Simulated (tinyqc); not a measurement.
What each parameter does: polytypes by hexagonality, and a cubic inclusion as a quantum well.

Gap: E3 + (Es - E3) h/hs for h up to hs, then linear from Es to E2 at h = 1. Valence top Ev2 h and polarisation P2 h, both counted from 3C; Ec = Ev + gap.

A cubic inclusion of width L = N d in the host (h = 0.5) is a well of depth V = Ec(host) - Ec(3C). Square well with mass mismatch: k tan(k L/2) = (m_w/m_b) q, k = sqrt(m_w E/c), q = sqrt(m_b (V - E)/c), c = hbar^2/2m0, lowest root. The depth of the level, V - E, is its binding, and the transition to the valence top of the host is gap(host) - (V - E). The step in polarisation gives a field |F| = |P|/(eps eps0) in a thin inclusion, eps0 = 8.8541878e-12 F/m.

Constants: hbar^2/2m0 = 3.80998211 eV angstrom^2.

Values chosen for the exercise (of the order of those of SiC; shifted at random, so the results belong to these values and not to a real crystal): E3 = 2.379 eV (gap of the cubic polytype); E2 = 3.352 eV (gap of 2H); Ev2 = 0.142 eV (valence top of 2H above that of 3C); P2 = -0.0435 C/m^2 (spontaneous polarisation of 2H); Es = 3.25 eV (gap at the hexagonality hs); hs = 0.5 (hexagonality up to which the first line holds); m = (0.306, 0.343) m0 (electron mass along c in the cubic layer and in the host); d = 2.526 angstrom (thickness of a double layer); eps = 10 (dielectric constant); N = 6 (double layers in the cubic inclusion).

Well depth, depth of the level, transition without the field and field.

One parameter was then changed.

Results before and after:
```
case     V (eV)  depth (eV)  transition (eV)  |F| (MV/cm)
base     0.9420      0.7122           2.5378        2.456
changed  0.9420      0.7122           2.5378        3.191
```

Which of these changes was made? (a) P2 = -0.0565 C/m^2; (b) N = 7; (c) eps = 11; (d) Ev2 = 0.172 eV; (e) E2 = 3.382 eV; (f) m = (0.367, 0.343) m0; (g) E3 = 2.359 eV.

Answer: (a) P2 = -0.0565 C/m^2. Of the candidates, run in turn, only this one gives the changed row.

All candidates:
```
case                   V (eV)  depth (eV)  transition (eV)  |F| (MV/cm)
base                   0.9420      0.7122           2.5378        2.456
N = 7                  0.9420      0.7544           2.4956        2.456
Ev2 = 0.172 eV         0.9570      0.7259           2.5241        2.456
E3 = 2.359 eV          0.9620      0.7305           2.5195        2.456
E2 = 3.382 eV          0.9420      0.7122           2.5378        2.456
P2 = -0.0565 C/m^2     0.9420      0.7122           2.5378        3.191
eps = 11               0.9420      0.7122           2.5378        2.233
m = (0.367, 0.343) m0  0.9420      0.7280           2.5220        2.456
```

Computed by tinyqc, a small Python program: `OMP_NUM_THREADS=1 python tinyqc.py 1880825 1880826 out.jsonl` (the numbers bound the seed that draws the inputs); one thread of a shared host (Intel(R) Xeon(R) Processor @ 2.30GHz), about 0.04 s for the whole set of steps.
